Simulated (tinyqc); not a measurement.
Pillar capacitor in an array: capacitance, non-linearity, leakage and relaxation: one step of the calculation.

A film between two metal electrodes, each interface adding a series capacitance ci. The small-signal permittivity is ek (1 + aq E^2); the field is found with the linear permittivity. Leakage J = J0 sinh(E/Ef). After a voltage step the film passes a relaxation current kr C V tt^(-nr), tt being the time in seconds. The sidewall is a coaxial capacitor with radii a = dm/2 and b = dm/2 + t, depth AR dm; the end face is left out.

Problem. Planar capacitance, field and non-linearity. Planar film: Cf = eps0 ek/t, 1/C = 1/Cf + 2/ci, EOT = 3.9 eps0/C, effective permittivity C t/eps0, E = (V/t) C/Cf; quadratic coefficient [C(V)/C - 1]/V^2 with Cf (1 + aq E^2) in C(V).

Inputs (values chosen for the exercise); permittivity of the order of that of hafnium oxide:
```
symbol,value,unit,meaning
ek,19.9,,relative permittivity of the film
t,8.2,nm,film thickness
ci,270,uF/cm^2,capacitance of each electrode interface (dead layer and screening)
aq,0.0097,cm^2/MV^2,quadratic field coefficient of the permittivity
V,2.4,V,bias
J0,7.8e-11,A/cm^2,leakage prefactor
Ef,0.45,MV/cm,field for an e-fold rise of the leakage
```

Constants: eps0 = 8.8541878128e-14 F/cm where lengths are in cm. Results are converted to the units shown.

Find: Cf; C; EOT; effective permittivity; E; quadratic coefficient; J.

Solution.

Cf = 2.1488 uF/cm^2
C = 2.1151 uF/cm^2
EOT = 1.6326 nm
effective permittivity = 19.588
E = 2.8810 MV/cm
quadratic coefficient = 13741 ppm/V^2
J = 2.3523e-8 A/cm^2

The interfaces take 1.57 % of the voltage.

Computed by the program tinyqc: `OMP_NUM_THREADS=1 python tinyqc.py 2102191 2102192 out.jsonl`, one thread of a shared Intel Xeon 2.30GHz, about 0.01 s for the whole run.
